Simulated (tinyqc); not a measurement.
Standing waves and exposure in a photoresist film, step by step. Values are carried at full precision from step to step, so a last printed digit may differ when a step is redone from the rounded ones.

Normal incidence from air. Unexposed resist: N1 = n1 + i k1 with k1 = (A + B) lam/(4 pi), lam in micrometres. r01 = (1 - N1)/(1 + N1), t01 = 2/(1 + N1). Substrate Ns = ns + i ks: r12 = (N1 - Ns)/(N1 + Ns). With p = exp(2 pi i N1 d/lam), the field at depth z is E(z) = t01 [exp(2 pi i N1 z/lam) + r12 p^2 exp(-2 pi i N1 z/lam)]/(1 + r01 r12 p^2), the relative intensity I(z) = n1 |E(z)|^2 and the reflectance R = |(r01 + r12 p^2)/(1 + r01 r12 p^2)|^2.

Values chosen for the exercise (a resist on W, indices near tabulated ones; not measured data):
```
symbol  value  unit          meaning
lam     193    nm            vacuum wavelength
n1      1.67                 resist index
A       0.03   1/micrometre  bleachable absorption (Dill A)
B       0.42   1/micrometre  fixed absorption (Dill B)
d       222    nm            resist thickness
ns      1.283                substrate n
ks      3                    substrate k
C       0.019  cm^2/mJ       exposure rate (Dill C)
D       40     mJ/cm^2       incident dose
Ld      30     nm            diffusion length of the post-exposure bake
```

## Interface coefficients

Form N1, r01, t01 and r12.

N1 = 1.67000+0.00691i
r01 = -0.2509-0.0019i
t01 = 0.7491-0.0019i
r12 = -0.4424-0.5631i
|r12|^2 = 0.5128

Next to the bottom the intensity swings by a factor ((1 + |r12|)/(1 - |r12|))^2 = 36.5 between antinode and node.

## Round trip and reflectance

Form p^2, the denominator and R; the period of the standing wave is lam/(2 n1).

p^2 = 0.4938-0.7583i
1 + r01 r12 p^2 = 1.1621-0.0131i
R = 0.5972
period = 57.78 nm

The film holds 3.84 periods.

## Intensity and exposure over the lowest period

Nine depths from d - period to d. Without bleaching during the exposure the share of unexposed compound is m = exp(-C D I).

Profile:
```
z (nm)      I      m
164.2   0.403  0.736
171.4   0.064  0.952
178.7   0.249  0.828
185.9   0.848  0.525
193.1   1.509  0.318
200.3   1.846  0.246
207.6   1.659  0.283
214.8   1.058  0.448
222.0   0.394  0.741
```

I runs from 0.064 to 1.846 on these points, so m runs from 0.246 to 0.952; the least exposed point listed lies 50.6 nm above the bottom.

## Smoothing by the bake

Gaussian diffusion of length Ld multiplies a cosine of period L by exp(-2 pi^2 Ld^2/L^2). Give that factor, and the Ld that leaves 10 %.

factor = 0.00489
Ld for 10 % = 19.74 nm

## Checks

- R against the transfer-matrix product: both 0.59724.
- Absorption (A + B) d times the mean of I against 1 - R - T: both 0.0998.

tinyqc: `OMP_NUM_THREADS=1 python tinyqc.py 1681549 1681550 out.jsonl`; about 0.01 s, one thread, shared Intel(R) Xeon(R) Processor @ 2.30GHz.
